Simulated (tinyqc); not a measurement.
Changing the backscatter range beta: electron-beam lithography: double-Gaussian proximity function, edge placement and dose correction for parallel lines. Computed by tinyqc, a small Python program. Command: `OMP_NUM_THREADS=1 python tinyqc.py 3112957 3112958 out.jsonl proximity sweep`. One thread of a shared host (Intel(R) Xeon(R) Processor @ 2.30GHz), about 0.01 s of CPU time with the checks.

Lines are infinitely long. Absorbed energy is counted so that the middle of a very large area written at dose 1 receives 1; the resist develops where it exceeds 1/2.

Inputs (values chosen for the exercise, of the order of those for 50 keV electrons in resist on silicon): forward range alpha = 0.029 micrometre; backscatter ratio eta = 0.91.

line widths (micrometre): 5.7  8.6  0.092  0.95

gaps between the lines (micrometre): 2.4  7.9  2.9

Method:
- The first line starts at x = 0; each next one starts after the width and the gap.
- f(r) = [exp(-r^2/alpha^2)/alpha^2 + eta exp(-r^2/beta^2)/beta^2]/(pi (1 + eta)). A line from a to b at dose d gives E(x) = d [S(alpha) + eta S(beta)]/(1 + eta), S(s) = [erf((b - x)/s) - erf((a - x)/s)]/2.
- M_ij is the mean of E at the two edges of line i from line j at dose 1.
- Uncorrected edge energies are M 1. Solve M d = 1/2 for the doses d that put the mean edge energy of every line at the threshold.

One run for each value:
```
backscatter range beta (micrometre)  largest over smallest dose
1.2                                                      1.7723
2.2                                                      1.8295
4.1                                                      1.8474
7.4                                                      1.8211
13.0                                                     1.5970
24.0                                                     1.2191
44.0                                                     1.0488
79.0                                                     1.0093
```

Describe the trends.

Over the rows, largest over smallest dose goes from 1.77 through a maximum among these rows, 1.85 at 4.10, to 1.01.

Extremes, crossings and ranges named in words are read from the listed rows.
